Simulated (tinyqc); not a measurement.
The basis set: RHF and MP2 along a ladder of basis sets, for H2, spin multiplicity 1. Computed by the program tinyqc with PySCF. 

Geometry (angstrom):
```
atom,x,y,z
H,0.0000,0.0000,0.0000
H,0.0000,0.0000,0.7190
```

Same geometry throughout; the dipole is taken about the origin.

RHF and frozen-core MP2 in a ladder of bases:
```
basis,functions,E(RHF) (hartree),E(MP2 corr) (hartree),HOMO (eV),LUMO (eV),dipole (debye)
sto-3g,2,-1.117460,-0.012656,-15.9824,18.8657,0.0000
3-21g,4,-1.122769,-0.017117,-16.3051,7.3557,0.0000
6-31g,4,-1.126737,-0.017153,-16.3887,6.6413,0.0000
6-31g**,10,-1.131195,-0.026302,-16.3671,6.6648,0.0000
cc-pvdz,10,-1.128109,-0.026180,-16.2954,5.4813,0.0000
aug-cc-pvdz,18,-1.128187,-0.027084,-16.3064,1.6802,0.0000
cc-pvtz,28,-1.132814,-0.031601,-16.3608,4.6300,0.0000
```

From cc-pVDZ to cc-pVTZ the RHF energy falls by 4.7 mhartree and the correlation energy by 5.4. If valence correlation converges as X^-3, (27 E(T) - 8 E(D))/19 gives -0.0339 hartree, a rough estimate from such small X that usually falls short; STO-3G holds about 37 % of it. Beyond STO-3G the LUMO moves by 5.7 eV and the HOMO by 0.1 eV; diffuse functions lower the positive LUMO sharply, since an unbound virtual level tracks the most diffuse function.
